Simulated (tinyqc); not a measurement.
Trap density from two Hall measurements.

Problem. p-type body, charge-sheet picture, full ionisation (an idealisation for deep acceptors), Boltzmann statistics for free electrons. e = Ec - EF at the surface. psi = Eg - Vt ln(Nv/Na) - e; N_dep = sqrt(2 eps0 eps_r Na (psi - Vt)/q); n_f = sqrt(N_dep^2 + 2 eps0 eps_r Vt Nc exp(-e/Vt)/q) - N_dep; Vg = Vfb + psi + q (N_dep + n_t + n_f)/Cox, Cox = eps0 eox/tox. Find e and n_t at both points and the mean trap density between them.

Values chosen for this exercise; band and dielectric values close to those of 4H silicon carbide:
- T = 250 K (temperature)
- Eg = 3.24 eV (band gap)
- eps_r = 9.53 (relative permittivity)
- Nc = 1.29e19 cm^-3 (conduction-band density of states at T)
- Nv = 1.89e19 cm^-3 (valence-band density of states at T)
- eox = 3.9 (relative permittivity of the insulator)
- tox = 32 nm (insulator thickness)
- Na = 2.8e16 cm^-3 (acceptor density)
- Vfb = -2.37 V (flat-band voltage without trapped charge)

Constants: q = 1.602176634e-19 C, kB = 1.380649e-23 J/K, Vt = kB T/q, eps0 = 8.8541878128e-14 F/cm where lengths are in cm. Results are converted to the units shown.

Vg (V): [2.4092758, 3.3273467]
free sheet density from the Hall effect (cm^-2): [1.4936391e10, 4.4905222e11]

Answer. Each n_f fixes e; what the gate voltage holds beyond psi, N_dep and n_f is trapped; the difference quotient is the density, smeared over a few Vt.

e (eV): [0.100, 0.0220]
n_t (cm^-2): [2.46e11, 3.66e11]
mean trap density = 1.53e12 cm^-2 eV^-1

Computed by the program tinyqc: `OMP_NUM_THREADS=1 python tinyqc.py 2222033 2222034 out.jsonl`, one thread of a shared Intel Xeon 2.30GHz, about 0.03 s for the whole run.
